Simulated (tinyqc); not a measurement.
Carrier lifetime of a p-type layer with SRH, radiative, Auger and surface recombination: one step of the calculation.

Uniform excess density dn = dp (no trapping), n = n0 + dn, p = p0 + dn, Boltzmann statistics, full ionisation. Surfaces enter as a rate 2 S dn/d, which holds while diffusion to them is fast.

Problem. New dn. With e = n p - ni^2 = dn (n0 + p0 + dn): U_SRH = e/(tp0 (n + n1) + tn0 (p + p1)), U_rad = B e, U_Aug = (Cn n + Cp p) e, U_s = 2 S dn/d. Newton step on ln U(ln dn) = ln G, U the sum: k = d ln U/d ln dn (central difference over factors 1.0001), dn(new) = dn (G/U)^(1/k).

Inputs (values chosen for the exercise); band and dielectric values close to those of gallium nitride: radiative coefficient B = 1.11e-10 cm^3/s; Auger coefficient (two electrons) Cn = 4.9e-31 cm^6/s; Auger coefficient (two holes) Cp = 6.6e-32 cm^6/s; surface recombination velocity (both faces) S = 2 cm/s; sample thickness d = 200 um; generation rate G = 1e22 cm^-3 s^-1.

dn at the start = 9e14 cm^-3
n0 = 3.8490714e-23 cm^-3
p0 = 4.1e17 cm^-3
n1 = 1.3507822e12 cm^-3
p1 = 1.1683004e-17 cm^-3
tn0 = 5.6818182e-5 s
tp0 = 9.0909091e-6 s

Find: U_SRH; U_rad; U_Aug; U_s; k; dn after iteration 1.

Solution.

U_SRH = 1.5834e19 cm^-3 s^-1
U_rad = 4.1049e22 cm^-3 s^-1
U_Aug = 1.0192e19 cm^-3 s^-1
U_s = 1.8000e17 cm^-3 s^-1
k = 1.0022
dn after iteration 1 = 2.1979e14 cm^-3

tinyqc, about 0.01 s, one thread, Intel Xeon 2.30GHz (shared host): `OMP_NUM_THREADS=1 python tinyqc.py 2300122 2300123 out.jsonl`
